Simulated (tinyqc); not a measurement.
Threshold-voltage variability of a planar MOSFET, analytic estimates: one step of the calculation.

Three independent sources add in quadrature: random dopants in the depleted layer, metal-gate grains of two orientations, and roughness of the two gate edges acting through the roll-off VT = VT(long) - Vr exp(-L/l). These are first-order estimates: no three-dimensional electrostatics, no percolation.

Task. Metal grains and edge roughness. Grains: Ng = L W/G^2 (at least 1), s2 = dW sqrt(p (1 - p)/Ng). Edges, with exponential correlation and u = W/La: the mean gate length has sL^2 = 2 De^2 (2/u)[1 - (1 - exp(-u))/u]; s3 = sL (Vr/l) exp(-L/l).

Inputs (values chosen for the exercise); material values close to those of silicon:
```
symbol,value,unit,meaning
L,32,nm,gate length
W,150,nm,gate width
G,4,nm,metal grain size
dW,0.3,eV,work-function difference of the two grain orientations
p,0.3,,share of the orientation of higher work function
De,0.7,nm,rms roughness of one gate edge
La,30,nm,correlation length of the roughness
l,5.6,nm,decay length of the threshold roll-off
Vr,2.5,V,prefactor of the roll-off
```

Find: Ng; s2; sL; dVT/dL; s3.

Result.

Ng = 300.00
s2 = 7.9373 mV
sL = 0.56047 nm
dVT/dL = 1.4725 mV/nm
s3 = 0.82532 mV

Computed by the program tinyqc: `OMP_NUM_THREADS=1 python tinyqc.py 2090003 2090004 out.jsonl`, one thread of a shared Intel Xeon 2.30GHz, about 0.01 s for the whole run.
